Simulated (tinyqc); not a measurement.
Square on-chip spiral inductor, lumped pi model: one step of the calculation.

Outer diameter do = di + 2 n wd + 2 (n - 1) sp, mean da = (do + di)/2, fill p = (do - di)/(do + di), length l = 4 n da. L = 2.34 mu0 n^2 da/(1 + 2.75 p), mu0 = 4 pi 1e-7 H/m. Rs = rho l/(wd delta (1 - exp(-th/delta))), delta = sqrt(rho/(pi f mu0)). Cs = n wd^2 eps0 eo/hu across the coil. At each end Cox = l wd eps0 eo/(2 ho) leads to the substrate branch Rsi = 2 rs he/(l wd) in parallel with Csi = l wd eps0 11.7/(2 he). With one end grounded Y = 1/(Rs + i w L) + i w Cs + 1/[1/(i w Cox) + 1/(1/Rsi + i w Csi)], w = 2 pi f; Q = -Im Y/Re Y. Eddy currents in neighbouring turns and in the substrate are left out.

Question. Admittance, quality factor and apparent inductance. Series branch 1/(Rs + i w L), substrate branch, total Y, Q = -Im Y/Re Y, apparent inductance Im(1/Y)/w, metal-only value w L/Rs, share of the loss in the substrate Re(substrate branch)/Re Y.

Inputs (values chosen for the exercise): frequency f = 1.4 GHz.

L = 0.87911729 nH
Rs = 1.1845306 ohm
Cs = 27.748392 fF
Cox = 33.438569 fF
Rsi = 65359.477 ohm
Csi = 15.849882 fF

Find: series branch; substrate branch; Y; Q; apparent inductance; w L/Rs; share of the loss in the substrate.

Answer.

series branch = 19.35-126.35i mS
substrate branch = 0.007033+0.094836i mS
Y = 19.36-126.01i mS
Q = 6.5085
apparent inductance = 0.88136 nH
w L/Rs = 6.5284
share of the loss in the substrate = 0.036327 %

Q is 99.7 % of the metal-only value.

Numbers from tinyqc (`OMP_NUM_THREADS=1 python tinyqc.py 2302143 2302144 out.jsonl`; about 0.01 s on one thread of a shared Intel Xeon 2.30GHz).
